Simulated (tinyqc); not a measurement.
Inside a calculation. Model: binary melting diagram from solution models of liquid and solid. Computed by tinyqc, a small Python program that keeps every step. Command: `OMP_NUM_THREADS=1 python tinyqc.py 3023110 3023111 out.jsonl melt walk`. One thread of a shared host (Intel(R) Xeon(R) Processor @ 2.30GHz), about 0.01 s of CPU time with the checks. Intermediate numbers are printed to about 6 digits and carried at full precision; extremes and crossings named in words are read from the listed rows.

x is the fraction of B. In a phase with interaction L: mu_A = G_A + R T ln(1 - x) + L x^2, mu_B = G_B + R T ln x + L (1 - x)^2. Melting: G(liquid) - G(solid) = H (1 - T/T_m) for each pure component.

Inputs (values chosen for the exercise, for a model alloy):

| quantity | value | unit |
|---|---|---|
| melting point T_A | 1325 | K |
| melting point T_B | 1165 | K |
| heat of melting H_A | 41.3 | kJ/mol |
| heat of melting H_B | 13.6 | kJ/mol |
| liquid interaction L_L | 1.9 | kJ/mol |
| overall fraction x0 | 0.52 | - |

Diagram: eutectic with pure solids.

Constants: R = 8.314462618 J/(mol K).

## The two liquidus branches

Liquid against pure solid A: T = (H_A + L_L x^2)/(H_A/T_A - R ln(1 - x)); against pure solid B: T = (H_B + L_L (1 - x)^2)/(H_B/T_B - R ln x). The higher branch is the stable one; a dash marks a branch without a positive root.

Liquidus temperatures (K):

| x | branch A | branch B | first solid |
|---|---|---|---|
| 0.05 | 1307.27 | 418.64 | A |
| 0.15 | 1271.26 | 545.51 | A |
| 0.30 | 1214.90 | 670.12 | A |
| 0.45 | 1153.41 | 774.03 | A |
| 0.60 | 1082.39 | 873.31 | A |
| 0.75 | 992.33 | 975.33 | A |
| 0.90 | 851.42 | 1085.19 | B |
| 0.97 | 714.26 | 1140.41 | B |

## Eutectic point by bisection

Halve the interval 0.001 to 0.999 for the crossing, 44 times.

Bisection, first 12 steps:

| step | x | branch A (K) | branch B (K) |
|---|---|---|---|
| 1 | 0.500000 | 1131.10 | 807.19 |
| 2 | 0.749500 | 992.69 | 974.98 |
| 3 | 0.874250 | 883.14 | 1065.58 |
| 4 | 0.811875 | 944.34 | 1019.44 |
| 5 | 0.780687 | 969.69 | 997.02 |
| 6 | 0.765094 | 981.45 | 985.95 |
| 7 | 0.757297 | 987.13 | 980.46 |
| 8 | 0.761195 | 984.30 | 983.20 |
| 9 | 0.763145 | 982.88 | 984.58 |
| 10 | 0.762170 | 983.59 | 983.89 |
| 11 | 0.761683 | 983.95 | 983.55 |
| 12 | 0.761926 | 983.77 | 983.72 |

eutectic composition x_E = 0.761963

eutectic temperature T_E = 983.744 K

T_E lies 181 K below the lower melting point, and x_E lies on the side of B, the lower-melting component.

## Freezing of the alloy x0

Primary solid forms at the higher branch; just above T_E its mole fraction is (x_E - x0)/x_E for A or (x0 - x_E)/(1 - x_E) for B, and the rest freezes as eutectic, with B making up x_E of it.

liquidus temperature = 1121.84 K

fraction of primary solid = 0.317552

freezing range = 138.099 K

The primary solid is A.

## Effect of the liquid interaction

The crossing is found anew for each L_L.

Eutectic point:

| L_L (kJ/mol) | x_E | T_E (K) |
|---|---|---|
| -16.0 | 0.692516 | 820.66 |
| -11.0 | 0.705041 | 867.16 |
| -5.4 | 0.724122 | 918.60 |
| -2.7 | 0.736028 | 943.03 |
| 0.0 | 0.750273 | 967.10 |
| 2.0 | 0.762620 | 984.61 |
| 4.0 | 0.776701 | 1001.78 |

T_E rises from 821 to 1002 K, 9.1 K per kJ/mol on average: attraction in the liquid stabilises it and deepens the eutectic. As attraction grows x_E moves from 0.777 to 0.693, towards 1/2, where mixing gains most.

Checks made by the program: equal chemical potentials at the eutectic (relative difference below 1e-10).
